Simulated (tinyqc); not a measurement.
Single-domain magnet: Stoner-Wohlfarth switching, Neel-Arrhenius retention, LLG dynamics and spin torque: one step, computed by the program tinyqc.

The moment is uniform, with unit vector m; z is the easy axis. mu_0 = 1.25663706212e-6 T m/A, gamma = 1.76085963023e11 rad/(s T).

Question. Retention at zero field. Delta = K_eff V/(k_B T); tau = exp(Delta)/f0; probability of a flip within t_w: P = 1 - exp(-t_w/tau). Wall width parameter sqrt(A/K_eff); a two-domain state costs 4 sqrt(A K_eff) times the cross-section that the wall cuts (d t).

Inputs (values chosen for the exercise, for a model magnet):

| quantity | value | unit |
|---|---|---|
| diameter d | 66 | nm |
| thickness t | 2.1 | nm |
| exchange stiffness A | 14 | pJ/m |
| temperature T | 300 | K |
| attempt frequency f0 | 2 | GHz |
| waiting time t_w | 1e-08 | s |

Shape: thin disc, easy axis normal to it.

K_eff = 51.31966 kJ/m^3

volume V = 7184.508 nm^3

Constants: k_B = 1.380649e-23 J/K.

Give: stability factor Delta; log10 of tau in s; probability of a flip; wall parameter; barrier of the wall path / k_B T.

Answer.

stability factor Delta = 89.02

log10 of tau in s = 29.36

probability of a flip = 4.377e-38

wall parameter = 16.52 nm

barrier of the wall path / k_B T = 113.5

Ten years (3.15e8 s) need Delta > 41.0 for tau alone; this element has 89.0. Coherent rotation is the cheaper path. Caution: a flat cylinder has a smaller N_z than the spheroid of the same t/d, so K_eff of a real disc is larger.
